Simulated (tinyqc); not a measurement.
# Bandgap voltage reference from two bipolar transistors: output against temperature

Two transistors of area 1 and N carry the same current I. Is(T) = Is (T/T0)^eta exp[(Vg0 q/kB)(1/T0 - 1/T)], VBE1 = Vt ln(I/Is(T)) + I rb, VBE2 = Vt ln(I/(N Is(T))) + I rb/N. The amplifier forces I R1(T) = VBE1 - VBE2 + Vos, with R(T) = R (1 + tc (T - T0)) for both resistors, and the output is Vref = VBE1 + I R2(T). Base currents and the Early effect are neglected.

Vt = kB T/q; I = (Vt ln N + Vos)/(R1(T) - rb (1 - 1/N)).

Inputs (values chosen for the exercise); values of the order met in silicon bipolar transistors:
```
symbol    value   unit                                                   meaning
T0          298      K                                     reference temperature
Vg0       1.198      V                      band-gap voltage extrapolated to 0 K
eta         3.8                   temperature exponent of the saturation current
Is      1.1e-17      A           saturation current of the unit transistor at T0
N             8                              area ratio of the second transistor
R1          2.7   kohm  resistor across which the difference of VBE falls, at T0
tc            0  ppm/K                 temperature coefficient of both resistors
Vos           0     mV                                   offset of the amplifier
rb           14    ohm                  series resistance of the unit transistor
R2         26.6   kohm                                     output resistor at T0
```

Constants: q = 1.602176634e-19 C, kB = 1.380649e-23 J/K. Results are converted to the units shown.

Result of one run:
```
I (uA),VBE1 (V),I R2 (V),Vref (V),Vref - Vref(T0) (mV),dVref/dT (uV/K)
19.87,0.7250,0.5285,1.253,0,-55.06
```

Which temperature T gave this result: 273, 298, 348 or 423 K?

T = 298 K.

The whole series:
```
T (K),I (uA),VBE1 (V),I R2 (V),Vref (V),Vref - Vref(T0) (mV),dVref/dT (uV/K)
218,14.53,0.8684,0.3866,1.255,1.545,20.37
233,15.53,0.8420,0.4132,1.255,1.728,4.309
253,16.87,0.8064,0.4487,1.255,1.613,-15.56
273,18.20,0.7705,0.4841,1.255,1.116,-33.92
298,19.87,0.7250,0.5285,1.253,0,-55.06
323,21.53,0.6791,0.5728,1.252,-1.623,-74.50
348,23.20,0.6326,0.6172,1.250,-3.713,-92.49
373,24.87,0.5858,0.6615,1.247,-6.237,-109.2
398,26.53,0.5385,0.7058,1.244,-9.165,-124.9
423,28.20,0.4909,0.7502,1.241,-12.47,-139.6
```

VBE1 falls by 1.84 mV/K on average and I R2 rises by 1.77 mV/K. The slope of Vref vanishes at T = 237 K. Between 233 and 398 K Vref spans 10.9 mV, or 52.8 ppm/K by the box method (span over the average over T, over 165 K).

Numbers from tinyqc (`OMP_NUM_THREADS=1 python tinyqc.py 2062035 2062036 out.jsonl`; about 0.02 s on one thread of a shared Intel Xeon 2.30GHz).
